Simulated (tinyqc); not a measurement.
# Charge-trap memory cell: effect of the gate voltage

Channel, tunnel oxide, storage layer, blocking layer, gate. N electrons per area sit in a sheet at the centroid and shift the threshold by U = (q/eps0) N (tb/eb + xc tn/en). EOT = t1 + 3.9 (tn/en + tb/eb); tunnel field F = (Vg - U)/EOT; dN/dt = eta (J/q)(1 - N/Nm). Fowler-Nordheim: J = A F^2 exp(-B/F), A = q^2/(16 pi^2 hbar mo phi) (times 1e14 for A/cm^2 with F in V/nm, emitter mass m0), B = (4/3) sqrt(mo/C) phi^1.5, C = hbar^2/(2 m0).

After 0.001 s. The rate equation is integrated from N = 0 to the digits shown; blocking field (3.9 F + q N/eps0)/eb.

Inputs (values chosen for the exercise); oxide values close to those of silicon dioxide, storage layer close to silicon nitride, blocking layer close to silicon dioxide: tunnel barrier phi = 3.06 eV; tunnelling mass mo = 0.4 m0; tunnel oxide (permittivity 3.9) t1 = 4.5 nm; storage layer tn = 6.3 nm; its relative permittivity en = 7.3; blocking layer tb = 7.2 nm; its relative permittivity eb = 3.9; charge centroid, share of tn counted from the blocking side xc = 0.6; capture efficiency of an empty layer eta = 0.6; trap density Nm = 7.8e12 cm^-2.

Constants: q = 1.602176634e-19 C, hbar = 1.054571817e-34 J s, m0 = 9.1093837015e-31 kg, eps0 = 8.8541878128e-14 F/cm where lengths are in cm, hbar^2/(2 m0) = 0.0380998212 eV nm^2. Results are converted to the units shown.

Results:
```
Vg (V)    N/Nm  U (V)  F (V/nm)  blocking field (V/nm)
14.6    0.3936  1.313    0.8819                  1.024
15.5    0.6035  2.014    0.8952                  1.114
16.3    0.7749  2.585    0.9103                  1.191
17.2    0.9272  3.094    0.9363                  1.272
18      0.9934  3.314    0.9748                  1.334
19.7     1.000  3.337     1.086                  1.448
20.6     1.000  3.337     1.146                  1.508
```

Estimate the missing row, Vg = 18.9 V.

Computed row:
```
Vg (V)   N/Nm  U (V)  F (V/nm)  blocking field (V/nm)
18.9    1.000  3.337     1.033                  1.395
```

With this row back in the table: U rises from 1.31 to 3.34 V; the slope between neighbouring rows is at most 0.778 and 0 between the last two rows. In the upper rows it falls short of the 1 of a floating gate because capture weakens as the traps fill (100 % in the last row); where little charge has entered in the time given, the slope is small in any case. The blocking field reaches 15.1 MV/cm, where electrons may escape to the gate, which the model leaves out.

Range of the model: The Fowler-Nordheim form needs F t1 above phi; trap-assisted paths and leakage through the blocking layer are left out.

tinyqc, about 0.04 s, one thread, Intel Xeon 2.30GHz (shared host): `OMP_NUM_THREADS=1 python tinyqc.py 2130006 2130007 out.jsonl`
